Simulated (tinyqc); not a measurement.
Carrier lifetime of a p-type layer with SRH, radiative, Auger and surface recombination: one step of the calculation.

Uniform excess density dn = dp (no trapping), n = n0 + dn, p = p0 + dn, Boltzmann statistics, full ionisation. Surfaces enter as a rate 2 S dn/d, which holds while diffusion to them is fast.

Task. Equilibrium densities and SRH constants. ni = sqrt(Nc Nv) exp(-Eg/(2 Vt)), Eg in volts; majority density N/2 + sqrt(N^2/4 + ni^2), n0 p0 = ni^2; n1 = Nc exp(-Et/Vt), p1 = Nv exp((Et - Eg)/Vt); tn0 = 1/(sn vth Nt), tp0 = 1/(sp vth Nt).

Values chosen for this exercise; band and dielectric values close to those of gallium nitride:
```
symbol    value   unit                                 meaning
T           300      K                             temperature
Eg          3.4     eV                                band gap
Nc      2.34e18  cm^-3  conduction-band density of states at T
Nv      4.59e19  cm^-3     valence-band density of states at T
N        4.2e14  cm^-3                        acceptor density
Nt       9.7e10  cm^-3                            trap density
sn        2e-16   cm^2     capture cross-section for electrons
sp        4e-15   cm^2         capture cross-section for holes
vth       1.3e7   cm/s        thermal velocity (both carriers)
Et         1.26     eV    trap level below the conduction band
```

Constants: q = 1.602176634e-19 C, kB = 1.380649e-23 J/K, Vt = kB T/q. Results are converted to the units shown.

Give: ni; n0; p0; n1; p1; tn0; tp0.

Result.

ni = 2.863e-10 cm^-3
n0 = 1.951e-34 cm^-3
p0 = 4.200e14 cm^-3
n1 = 0.001593 cm^-3
p1 = 5.145e-17 cm^-3
tn0 = 0.003965 s
tp0 = 1.983e-4 s

Computed by the program tinyqc: `OMP_NUM_THREADS=1 python tinyqc.py 2300146 2300147 out.jsonl`, one thread of a shared Intel Xeon 2.30GHz, about 0.01 s for the whole run.
